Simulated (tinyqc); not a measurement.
Solubility, supersaturation, precipitation and gettering of an impurity in a silicon-like host: one step, computed by the program tinyqc. Command: `OMP_NUM_THREADS=1 python tinyqc.py 3012273 3012274 out.jsonl ripen walk`. One thread of a shared host (Intel(R) Xeon(R) Processor @ 2.30GHz), about 0.01 s of CPU time with the checks.

The wafer was saturated at T1 and is then held at T.

Task: Growing precipitates. Growing sinks: with y = r/r_f and y0 = r0/r_f, dy/dt = (1 - y^3)/(3 tau_f y), which integrates to t/tau_f = F(y) - F(y0), F(y) = (1/2) ln[(1 + y + y^2)/(1 - y)^2] - sqrt(3) arctan[(2y + 1)/sqrt(3)]; the share of the excess left is (1 - y^3)/(1 - y0^3), and C(t) = C_eq + (C0 - C_eq) x share.

Inputs (values chosen for the exercise, modelled on chromium in silicon):

| quantity | value | unit |
|---|---|---|
| temperature of saturation T1 | 1275 | K |
| anneal temperature T | 702 | K |
| initial sink radius r0 | 3.1 | nm |
| anneal time t | 140000 | s |

final radius r_f = 20.21113 nm

tau_f = 354507.5 s

C_eq(T) = 73946.40 1/cm^3

C0 = 6.891601e+13 1/cm^3

Give: radius at t; share of the excess left; C(t) with growing sinks.

Result:

radius at t = 10.51 nm

share of the excess left = 0.8627

C(t) with growing sinks = 5.945e+13 1/cm^3

13.7 % of the excess has precipitated.
